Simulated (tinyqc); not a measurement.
Potential-pH (Pourbaix) lines of a metal, its cation, its oxide and an oxyanion, with a complexing ligand: one step, computed by the program tinyqc.

Potentials are against the standard hydrogen electrode; solids and water have unit activity; dG_f of M, H+ and the electron is zero; F = e N_A and s = R T ln(10)/F. The cation carries z = 2.

Task: Mixed potential with oxygen reduction. Anodic i = i0a 10^((E - E_a)/b_a) with E_a the cation line with ligand; cathodic i = i0c 10^((E_c - E)/b_c) with E_c the oxygen line; supply caps the cathodic current, 1/i_c = 1/i(Tafel) + 1/i_L. E_corr makes the two currents equal. Without the cap it would be [b_c E_a + b_a E_c + b_a b_c log10(i0c/i0a)]/(b_a + b_c). Rate = i V_m/(z F). Films are left out.

Inputs (values chosen for the exercise, modelled on iron):

| quantity | value | unit |
|---|---|---|
| temperature T | 298.15 | K |
| log10 of the dissolved activity a | -2 | - |
| total ligand c_L | 0.044 | mol/L |
| limiting current density i_L | 0.00014 | A/cm^2 |
| molar volume V_m | 7.09 | cm^3/mol |

Species: M, M2+, MO, MO2(2-).

exchange current densities, metal and cathodic (A/cm^2): 1.5e-06  1.9e-12

Tafel slopes, anodic and cathodic (mV/decade): 80  110

cation line with ligand = -0.7176169 V

oxygen line = 0.6905414 V

Constants: e = 1.602176634e-19 C; N_A = 6.02214076e+23 1/mol.

Give: E_corr without the cap; corrosion potential E_corr; corrosion current density; i/i_L; etch rate.

Result:

E_corr without the cap = -0.3978 V

corrosion potential E_corr = -0.5600 V

corrosion current density = 1.400e-04 A/cm^2

i/i_L = 0.9997

etch rate = 3.085 nm/min

The current sits at the supply limit: stirring or more oxidant, not the ligand, sets the rate. Caution: other oxidation states, hydroxides and hydrides are left out, and the lines say nothing of rates. Caution: the ligand is not in tenfold excess over the metal, as assumed. Caution: E_corr lies below the hydrogen line, so hydrogen evolution, left out here, adds cathodic current.
